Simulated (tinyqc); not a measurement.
Crystallisation kinetics and data retention of a phase-change cell: two steps of the calculation.

Johnson-Mehl-Avrami-Kolmogorov law X = 1 - exp(-y^n), y = integral of k dt, k = (1/100 s) exp[-(Ec q/kB)(1/T - 1/T1)].

Inputs (values chosen for the exercise); values of the order of Ge-Sb-Te and related chalcogenides:
```
symbol,value,unit,meaning
Ec,1.94,eV,activation energy of crystallisation
T1,436,K,temperature at which the rate k is 1/(100 s)
n,2.5,,Avrami exponent
Xf,0.3,,crystalline share at which the state is lost
T,336,K,storage temperature
b,20,K/min,heating rate
Ta,412,K,start of the ramp table
dT,4,K,step of the table
m,10,,steps
```

Constants: q = 1.602176634e-19 C, kB = 1.380649e-23 J/K. Results are converted to the units shown.

Problem 1. Retention. At fixed T the state fails at t = (-ln(1 - Xf))^(1/n)/k; ten years are 3.15576e8 s.

Give: k; y at failure; time to fail; the same in years; temperature for ten years.

Solution 1.

k = 2.118e-9 1/s
y at failure = 0.6621
time to fail = 3.126e8 s
the same in years = 9.904
temperature for ten years = 336.0 K

The cell misses ten years at 336 K.

Problem 2. A heating ramp. T rises at the rate b. Start with y = k (kB Ta^2/(q Ec))/b, the integral from cold to Ta to leading order; over each step k is taken as exponential in T, so y gains (dT/b)(k2 - k1)/ln(k2/k1). dX/dt = n y^(n - 1) k exp(-y^n), listed as 0 once y^n exceeds 23.

Give: T; k; y; X; dX/dt.

Solution 2.

```
point,T (K),k (1/s),y,X,dX/dt (1/s)
0,412,4.940e-4,0.01117,1.320e-5,1.459e-6
1,416,8.354e-4,0.01897,4.957e-5,5.457e-6
2,420,0.001399,0.03209,1.844e-4,2.009e-5
3,424,0.002319,0.05393,6.752e-4,7.257e-5
4,428,0.003809,0.08997,0.002425,2.564e-4
5,432,0.006200,0.1489,0.008513,8.826e-4
6,436,0.01000,0.2442,0.02905,0.002930
7,440,0.01599,0.3974,0.09475,0.009065
8,444,0.02535,0.6412,0.2805,0.02341
9,448,0.03987,1.026,0.6557,0.03567
10,452,0.06220,1.628,0.9661,0.01096
```

Range of the model: One Arrhenius rate is assumed; incubation, growth from the boundary and the non-Arrhenius kinetics of the supercooled liquid are left out.

Program tinyqc, `OMP_NUM_THREADS=1 python tinyqc.py 2490109 2490110 out.jsonl`; Intel Xeon 2.30GHz, shared host, one thread, about 0.01 s.
